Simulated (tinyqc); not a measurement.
# Abrupt p-n junction, non-linear Poisson equation by Newton steps: capacitance and field against bias

One dimension, p side on the left, n side on the right; net doping C = -Na for x < 0 and +Nd for x > 0. The potential psi is counted from the intrinsic level, and the quasi-Fermi potentials are flat: 0 for holes and -V for electrons, so n = ni exp((psi + V)/Vt) and p = ni exp(-psi/Vt) (Boltzmann statistics, full ionisation, no current).

The Poisson equation d/dx(eps0 eps_r dpsi/dx) = -q (p - n + C) is solved on a mesh of more than 1000 nodes that ends in neutral material (psi_p = -Vt ln(Na/ni), psi_n = Vt ln(Nd/ni) - V). C_j = q d/dV of the integral of p over x, from the linearised equation. ni = sqrt(Nc Nv) exp(-Eg/(2 Vt)), Eg in volts. Depletion approximation: Vbi = Vt ln(Na Nd/ni^2), W = sqrt(2 eps0 eps_r (Vbi - V)(1/Na + 1/Nd)/q), xp = W Nd/(Na + Nd), xn = W Na/(Na + Nd), peak field 2 (Vbi - V)/W, capacitance eps0 eps_r/W. The last column applies it to an abrupt Na-Nd junction.

Inputs (values chosen for the exercise); band and dielectric values those of a made-up semiconductor: temperature T = 450 K; band gap Eg = 1.48 eV; relative permittivity eps_r = 15.4; conduction-band density of states at T Nc = 9.72e17 cm^-3; valence-band density of states at T Nv = 1.83e19 cm^-3; acceptor density of the p side Na = 3.8e17 cm^-3; donor density of the n side Nd = 1.7e16 cm^-3.

Constants: q = 1.602176634e-19 C, kB = 1.380649e-23 J/K, Vt = kB T/q, eps0 = 8.8541878128e-14 F/cm where lengths are in cm. Results are converted to the units shown.

Capacitance and field against bias:
```
V (V)  peak |E| (kV/cm)  C_j (nF/cm^2)  1/C_j^2 (cm^4/uF^2)  eps0 eps_r/C_j (nm)  abrupt depletion C (nF/cm^2)
0.18              62.96          44.40                507.3                307.1                         42.31
-0.7              83.91          31.50                 1008                432.9                         30.81
-1.59             101.7          25.73                 1510                529.9                         25.36
-2.47             116.9          22.33                 2006                610.7                         22.09
-3.35             130.4          20.00                 2501                681.9                         19.82
-4.23             142.7          18.27                 2996                746.4                         18.14
-5.12             154.2          16.91                 3497                806.3                         16.81
-6                164.7          15.83                 3992                861.5                         15.74
```

With V going from 0.18 to -6 V, C_j falls from 44.4 to 15.8 nF/cm^2 and the peak field rises from 63.0 to 165 kV/cm. The slope of 1/C_j^2, read as N = 2/(q eps0 eps_r |slope|), gives 1.61e16 cm^-3 between the first two rows and 1.63e16 cm^-3 between the last two, against Na Nd/(Na + Nd) = 1.63e16 cm^-3; the slopes of all rows agree within 1 %, as for uniform doping at both edges. At the end C_j goes as (Vbi - V)^(-0.51) with Vbi = 1.17 V, and it is 0.54 % above the abrupt depletion formula (at the first row 4.9 % above it).

Numbers from tinyqc (`OMP_NUM_THREADS=1 python tinyqc.py 2000079 2000080 out.jsonl`; about 0.01 s on one thread of a shared Intel Xeon 2.30GHz).
